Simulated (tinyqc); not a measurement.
Bias-temperature instability, empirical power law with universal recovery: two steps of the calculation.

Threshold-voltage shift at the end of a stress: dV = A (V/V0)^g exp[-(Ea q/kB)(1/T - 1/T0)] (t/1 s)^n. After a delay tr the permanent share pp stays and the rest falls by r = 1/(1 + B (tr/t)^be). An empirical model: its parameters are fits, not properties.

Values chosen for this exercise: reference stress voltage V0 = 1.9 V; reference temperature T0 = 373 K; shift after 1 s at V0 and T0 A = 7.3 mV; time exponent n = 0.23; voltage exponent g = 3.5; apparent activation energy of the shift Ea = 0.11 eV; permanent share pp = 0.22; recovery scale B = 2.9; recovery dispersion be = 0.17; use voltage V = 0.98 V; use temperature T = 328 K; failure criterion dc = 70 mV; delay before the measurement tr = 0.1 s.

Constants: q = 1.602176634e-19 C, kB = 1.380649e-23 J/K. Results are converted to the units shown.

Problem 1. Shift and lifetime at use conditions. The lifetime solves dV = dc; ten years are 3.15576e8 s.

Give: voltage factor; temperature factor; shift after ten years; lifetime; largest voltage for ten years.

Solution 1.

voltage factor = 0.09855
temperature factor = 0.6253
shift after ten years = 40.54 mV
lifetime = 107.5 years
largest voltage for ten years = 1.146 V

The device passes: the shift at ten years is below dc. A lifetime beyond 100 years is a far extrapolation of the power law. In time the voltage exponent is g/n = 15.2 and the activation energy Ea/n = 0.478 eV.

Problem 2. What a delayed measurement sees. At V0 and T0, measured shift = dV [pp + (1 - pp) r]; the apparent exponent is the slope of ln(shift) against ln t between the first and last point.

t, point 0 to 2 (s): 1  10  100

Give: dV; share left; measured; apparent n.

Solution 2.

```
point  dV (mV)  share left  measured (mV)
0       7.3000     0.48346         3.5292
1       12.397     0.55540         6.8854
2       21.053     0.63135         13.292
```

apparent n = 0.28796

The delay hides 36.9 % of the last shift and raises the exponent from 0.23 to 0.288, since short stresses recover by a larger share.

Numbers from tinyqc (`OMP_NUM_THREADS=1 python tinyqc.py 2070033 2070034 out.jsonl`; about 0.01 s on one thread of a shared Intel Xeon 2.30GHz).
